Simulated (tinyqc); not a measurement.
Worked calculation: plane-wave Kohn-Sham cycle with exchange-only LDA in a layered model solid. One step of it, computed by the program tinyqc.

Task: Iteration 2: Hamiltonian at one k. H(m,m') = (k + G_m)^2/2 delta + V(G_m - G_m'), with V(-G) = V(G).

A solid whose potential varies along x alone (atomic units):
```
parameter                      value
period a                   11.300000
cross-section of the cell  21.000000
electrons per cell                 2
grid points                       16
plane waves -n..n, n               2
k points                           3
V1 in V1 cos(2 pi x/a)     -0.710000
V2 in V2 cos(4 pi x/a)     -0.060000
```

V(G_m), m = 0, 1, 2, ... (hartree): [-0.200018, -0.332025, -0.028943, -0.000300, -0.000037]

k = 0.000000 2 pi / a

Give: H.

Result:

H (hartree), order -2, -1, +0, +1, +2:
$$\begin{pmatrix}
0.418 & -0.332 & -0.029 & 0.000 & 0.000 \\
-0.332 & -0.045 & -0.332 & -0.029 & 0.000 \\
-0.029 & -0.332 & -0.200 & -0.332 & -0.029 \\
0.000 & -0.029 & -0.332 & -0.045 & -0.332 \\
0.000 & 0.000 & -0.029 & -0.332 & 0.418
\end{pmatrix}$$
